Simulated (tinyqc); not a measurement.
Born-Oppenheimer dynamics on the LDA (VWN5)/6-311g surface (energies and gradients from PySCF), for H2, spin multiplicity 1, step by step. Computed by tinyqc, a small Python program that keeps every step (integrals from PySCF). Settings: charge = 0, multiplicity = 1, basis = 6-311g, functional = lda,vwn, time step (fs) = 0.2, steps = 16. Command: `OMP_NUM_THREADS=1 python tinyqc.py 31532 31533 out.jsonl` (the two numbers bound the seeds that draw the settings). One thread of a shared host (Intel(R) Xeon(R) Processor @ 2.60GHz), about 2 s of CPU time with the checks.

## Velocity Verlet step 1

positions (bohr), order 1H, 2H:
$$\begin{pmatrix}
0.000000 & 0.000000 & 0.000000 \\
0.000000 & 0.000000 & 1.262337
\end{pmatrix}$$

velocities (bohr per atomic time unit), order 1H, 2H:
$$\begin{pmatrix}
-0.000268000 & 0.000842500 & 0.000486000 \\
0.000268000 & -0.000842500 & -0.000486000
\end{pmatrix}$$

gradient (hartree/bohr), order 1H, 2H:
$$\begin{pmatrix}
0.00000000 & 0.00000000 & 0.08409884 \\
0.00000000 & 0.00000000 & -0.08409884
\end{pmatrix}$$

masses (electron masses): 1H 1837.152588, 2H 1837.152588

gradient after step 1 (hartree/bohr), order 1H, 2H:
$$\begin{pmatrix}
0.00030686 & -0.00096466 & 0.08706475 \\
-0.00030686 & 0.00096466 & -0.08706475
\end{pmatrix}$$

dt = 0.2 fs = 8.2683 atomic units; x' = x + v dt - g dt^2 / (2m); after the new gradient g', v' = v - (g + g') dt / (2m).

positions after step 1 (bohr), order 1H, 2H:
$$\begin{pmatrix}
-0.002216 & 0.006966 & 0.002454 \\
0.002216 & -0.006966 & 1.259883
\end{pmatrix}$$

velocities after step 1 (bohr per atomic time unit), order 1H, 2H:
$$\begin{pmatrix}
-0.000268691 & 0.000844671 & 0.000100831 \\
0.000268691 & -0.000844671 & -0.000100831
\end{pmatrix}$$

## Velocity Verlet step 2

gradient after step 2 (hartree/bohr), order 1H, 2H:
$$\begin{pmatrix}
0.00060642 & -0.00190636 & 0.08591461 \\
-0.00060642 & 0.00190636 & -0.08591461
\end{pmatrix}$$

As before.

positions after step 2 (bohr), order 1H, 2H:
$$\begin{pmatrix}
-0.004443 & 0.013968 & 0.001667 \\
0.004443 & -0.013968 & 1.260670
\end{pmatrix}$$

velocities after step 2 (bohr per atomic time unit), order 1H, 2H:
$$\begin{pmatrix}
-0.000270746 & 0.000851131 & -0.000288424 \\
0.000270746 & -0.000851131 & 0.000288424
\end{pmatrix}$$

## Energy conservation

The total energy should stay constant up to terms of order dt^2; the step counts as short enough if it moves by less than 2 % of the largest kinetic energy.

Trajectory:
```
time (fs)  1H-2H (angstrom)  potential (hartree)  kinetic (hartree)  total (hartree)
0.000000           0.668000          -1.12732182         0.00186990      -1.12545192
0.200000           0.665448          -1.12690912         0.00146206      -1.12544706
0.400000           0.666416          -1.12706732         0.00161838      -1.12544894
0.600000           0.670858          -1.12776719         0.00231018      -1.12545700
0.800000           0.678572          -1.12888270         0.00341367      -1.12546903
1.000000           0.689218          -1.13022416         0.00474212      -1.12548204
1.200000           0.702356          -1.13158332         0.00609001      -1.12549331
1.400000           0.717480          -1.13277489         0.00727374      -1.12550115
1.600000           0.734059          -1.13366378         0.00815878      -1.12550501
1.800000           0.751567          -1.13417529         0.00867008      -1.12550522
2.000000           0.769503          -1.13429147         0.00878884      -1.12550263
2.200000           0.787411          -1.13403934         0.00854112      -1.12549822
2.400000           0.804882          -1.13347653         0.00798364      -1.12549289
2.600000           0.821560          -1.13267770         0.00719039      -1.12548731
2.800000           0.837139          -1.13172376         0.00624179      -1.12548197
3.000000           0.851362          -1.13069413         0.00521698      -1.12547715
3.200000           0.864016          -1.12966186         0.00418886      -1.12547300
```

The total energy moves within 5.8e-05 hartree, under 2 % of the largest kinetic energy.
